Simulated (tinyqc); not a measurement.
# Physical sputtering: collision-cascade yield, angular dependence, faceting and resputtering in deposition, step by step

A worked calculation. Computed by tinyqc, a small Python program that keeps every step. Command: `OMP_NUM_THREADS=1 python tinyqc.py 3015461 3015462 out.jsonl sputter walk`. One thread of a shared host (Intel(R) Xeon(R) Processor @ 2.30GHz), about 0.01 s of CPU time with the checks. Intermediate numbers are printed to about 6 digits and carried at full precision; extremes and crossings named in words are read from the listed rows.

Ions start collision cascades; atoms that reach the surface with more than U leave. The target is amorphous or fine-grained.

Inputs (values chosen for the exercise, modelled on neon ions on germanium): ion Z1 = 10; ion mass M1 = 20.2 u; target Z2 = 32; target mass M2 = 72.6 u; surface binding energy U = 3.85 eV; target density N = 44.2 1/nm^3; fit factor Q = 0.63; ion energy E = 3800 eV; current density J = 0.54 mA/cm^2; angular exponent f = 2; angle of the largest yield = 56 degrees; angle of incidence = 10 degrees; deposition rate over sputter rate on a flat surface, D/S = 4.7.

Constants: e = 1.602176634e-19 C.

## Yield at normal incidence

gamma = 4 M1 M2/(M1 + M2)^2; threshold E_th = 6.7 U/gamma for M1 >= M2, else U (1 + 5.7 M1/M2)/gamma. eps = 0.03255 M2 E/(Z1 Z2 (M1 + M2) z), z = (Z1^(2/3) + Z2^(2/3))^(1/2), E in eV; s_n = 3.441 sqrt(eps) ln(eps + 2.718)/(1 + 6.355 sqrt(eps) + eps (6.882 sqrt(eps) - 1.708)); S_n = 84.78 Z1 Z2 M1 s_n/((M1 + M2) z) in eV angstrom^2; alpha = 0.249 (M2/M1)^0.56 + 0.0035 (M2/M1)^1.5 for M1 <= M2, else 0.0875 (M2/M1)^(-0.15) + 0.165 M2/M1; Y0 = 0.042 Q alpha S_n/U [1 - sqrt(E_th/E)]^2.5 (the electronic-loss factor of the full formula is dropped). Erosion rate = Y0 J/(e N); 1 cm^2 = 1e14 nm^2.

energy transfer factor gamma = 0.681165

threshold E_th = 14.6160 eV

reduced energy eps = 0.0788143

nuclear stopping S_n = 545.799 eV angstrom^2

alpha = 0.533562

yield Y0 = 1.70542 atoms per ion

erosion rate = 78.0269 nm/min

The threshold factor is 0.852; the energy cost is 2230 eV per removed atom, 579 times U.

## Oblique incidence

Angular law: Y/Y0 = t^f exp(-f cos(a_opt)(t - 1)), t = 1/cos(angle), largest at a_opt. A plane tilted by the angle recedes along the beam at a speed proportional to Y(angle), and along its own normal as Y cos(angle).

Y/Y0 at the angle = 1.01345

yield at the angle = 1.72837 atoms per ion

normal speed relative to a flat surface = 0.998058

largest Y/Y0 = 1.32433

## Deposition with resputtering

With a directional flux, net growth along the beam is D - S Y(angle)/Y0. Slopes where Y/Y0 exceeds D/S are etched: solve Y/Y0 = D/S below a_opt, if the largest Y/Y0 exceeds D/S. The normal speed is largest where f (1 - cos(a_opt)/cos(angle)) = 1, cos(angle) = f cos(a_opt)/(f - 1), or at angle 0 if this exceeds 1.

Angle of zero net growth: none: every slope grows

angle of the largest normal speed = 0 degrees

Deposition outweighs sputtering at every angle, so no slope is cut back.

## Yield over energy

The formulas are those given above.

Normal incidence:
```
E (eV)          eps  S_n (eV angstrom^2)       Y0  Y0 per keV
50      1.03703e-03              141.800  0.07435     1.48710
100     2.07406e-03              187.604  0.20629     2.06293
200     4.14812e-03              243.289  0.40574     2.02870
300     6.22218e-03              280.234  0.55088     1.83628
500     1.03703e-02              330.744  0.75897     1.51795
1000    2.07406e-02              404.375  1.07448     1.07448
2000    4.14812e-02              479.879  1.40741     0.70371
5000    1.03703e-01              570.862  1.82178     0.36436
10000   2.07406e-01              617.926  2.05555     0.20555
30000   6.22218e-01              605.007  2.09817     0.06994
100000  2.07406e+00              439.951  1.56499     0.01565
```

The yield per keV peaks at 100 eV among these rows, 7 times the threshold, the most economical range for removing atoms. Y0 varies as E^1.47 between the first rows and as E^-0.24 at the end; it peaks near 30000 eV, close to the broad maximum of nuclear stopping. Caution: the electronic-loss factor, dropped here, would lower the yields at the highest energies slightly.

Checks made by the program: position of the angular maximum (relative difference below 1e-10).
